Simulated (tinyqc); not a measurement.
Inside a calculation. Model: ballistic transport through the one-dimensional subbands of a rectangular nanowire or nanosheet channel. Computed by tinyqc, a small Python program that keeps every step. Command: `OMP_NUM_THREADS=1 python tinyqc.py 3003827 3003828 out.jsonl wire walk`. One thread of a shared host (Intel(R) Xeon(R) Processor @ 2.30GHz), about 0.02 s of CPU time with the checks. Intermediate numbers are printed to about 5 digits and carried at full precision; extremes and crossings named in words are read from the listed rows.

Hard walls, parabolic subbands, transport along x. Energies are counted from the bulk conduction band edge at the top of the barrier, which the gate pulls down by U; the source Fermi level lies at the bulk edge when U = 0.

Inputs (values chosen for the exercise, modelled on In0.53Ga0.47As):
```
quantity                                   value  unit
mass m                                     0.046   m_0
height a                                     8.1    nm
width b                                      9.4    nm
equivalent oxide thickness t                 2.3    nm
gate voltage above flat band V_G            0.85     V
drain voltage V_D                           0.01     V
temperature T                                300     K
mean free path for back-scattering lambda      9    nm
channel length L                             100    nm
```

Valleys: single isotropic valley.

Constants: hbar^2/(2 m_0) = 3.80998212 eV angstrom^2; k_B = 8.617333262e-05 eV/K; m_0 = 9.1093837015e-31 kg; k_B = 1.380649e-23 J/K; hbar = 1.054571817e-34 J s; eps_0 = 8.8541878128e-12 F/m; e = 1.602176634e-19 C; h = 6.62607015e-34 J s.

## Subbands

E_pq = (hbar^2 pi^2/2)(p^2/(m_y b^2) + q^2/(m_z a^2)); m_x = m_y = m_z = m, degeneracy g = 1; the 10 lowest subbands are kept.

Subbands:
```
valley axis  p  q  E (meV)  m_x (m_0)
-            1  1    217.1      0.046
-            2  1    494.7      0.046
-            1  2    590.9      0.046
-            2  2    868.4      0.046
-            3  1    957.2      0.046
-            1  3   1213.9      0.046
-            3  2   1331.0      0.046
-            2  3   1491.4      0.046
-            4  1   1604.8      0.046
-            3  3   1954.0      0.046
```

The second subband lies 277.5 meV, or 10.74 k_B T, above the first. Caution: confinement energies this large call for non-parabolicity and barrier penetration, which lower the subbands and raise the mass.

## Self-consistent barrier

F_j(eta) = (1/Gamma(j + 1)) int_0^infinity x^j/(1 + exp(x - eta)) dx, F_0 = ln(1 + exp(eta)). Integrals over x = E/(k_B T) use 160 Gauss-Legendre points in u = sqrt(x) from 0 to sqrt(max(eta, 0) + 32). With degeneracy g = 1, eta_i = (U - E_i)/(k_B T) and u = e V_D/(k_B T): line density n = sum_i g sqrt(2 m_x k_B T/pi)/(2 hbar) [F_-1/2(eta_i) + F_-1/2(eta_i - u)]; gate: e n = C_ox (V_G - U/e), C_ox = 3.9 eps_0 2 (a + b)/t (flat-plate estimate); I = (2 e k_B T/h) sum_i g [F_0(eta_i) - F_0(eta_i - u)].

C_ox = 525.48 aF/micrometre

U = 616.60 meV

Occupation:
```
subband    eta_i  n_i (1/nm)  I_i (microampere)
1         15.453  4.3856e-01         7.7481e-01
2          4.717  2.3328e-01         7.6645e-01
3          0.995  9.3641e-02         5.3443e-01
4         -9.741  4.9221e-06         3.7790e-05
5        -13.176  1.5868e-07         1.2183e-06
6        -23.103  7.7501e-12         5.9503e-11
7        -27.634  8.3426e-14         6.4053e-13
8        -33.839  1.6857e-16         1.2943e-15
9        -38.226  2.0957e-18         1.6090e-17
10       -51.732  2.8571e-24         2.1936e-23
```

line density n = 0.76548 1/nm

ballistic current I = 2.0757 microampere

mean velocity I/(e n) = 0.16925 1e7 cm/s

3 of the subbands lie below the source Fermi level; the lowest carries 37 % of the current with 57 % of the charge. The gate spends 73 % of V_G on moving the bands.

## Conductance, capacitance and scattering

Linear conductance G = (2 e^2/h) sum_i g f(eta_i), g = 1, f = 1/(1 + exp(-eta_i)), with the barrier frozen at the eta_i above; current per perimeter I/(2(a + b)); with scattering, transmission lambda/(lambda + L) and low-bias resistance (1 + L/lambda)/G.

open modes sum g f = 2.7212

ballistic conductance = 210.84 microsiemens

current per perimeter = 59.306 microampere/micrometre

transmission = 0.082569

low-bias resistance with scattering = 57.441 kiloohm

Even without scattering the wire has h/(2 e^2 M) = 4.74 kiloohm, which sits in the contacts.

## Gate sweep

Open modes are sum_i g/(1 + exp(-eta_i)). The last column is e dn/dV_G over C_ox, taken up to the next row.

Against the gate voltage:
```
V_G (V)  U (meV)    n (1/nm)  I (microampere)  open modes    C_g/C_ox
-0.083    -83.00  7.6047e-07       5.8387e-06  9.0869e-06  1.0857e-04
0.017      16.99  3.6367e-05       2.7919e-04  4.3448e-04  9.6547e-03
0.140     138.80  3.9312e-03       2.9864e-02  4.6133e-02  2.0681e-01
0.270     241.92  9.2109e-02       5.2862e-01  7.2311e-01  3.2310e-01
0.370     309.61  1.9808e-01       7.4978e-01  9.7362e-01  2.4328e-01
0.500     407.98  3.0181e-01       7.9661e-01  1.0340e+00  3.0629e-01
0.640     505.10  4.4245e-01       1.2253e+00  1.6346e+00  4.5838e-01
0.800     591.76  6.8299e-01       1.8848e+00  2.4856e+00  4.9014e-01
0.970     678.43  9.5627e-01       2.2934e+00  2.9671e+00  4.0840e-01
1.200     814.50  1.2643e+00       2.3991e+00  3.1143e+00           -
```

Between the first two rows the current rises one decade per 60 mV, against the limit ln(10) k_B T/e = 60 mV. Above threshold C_g/C_ox lies between 0.24 and 0.49: the quantum capacitance in series costs much, since the density of states of these subbands is small. It dips where a subband has filled past its van Hove peak and recovers when the next one opens or the drain starts to fill the band.

Checks made by the program: density of the lowest subband against a direct sum over k (relative difference 1e-09).
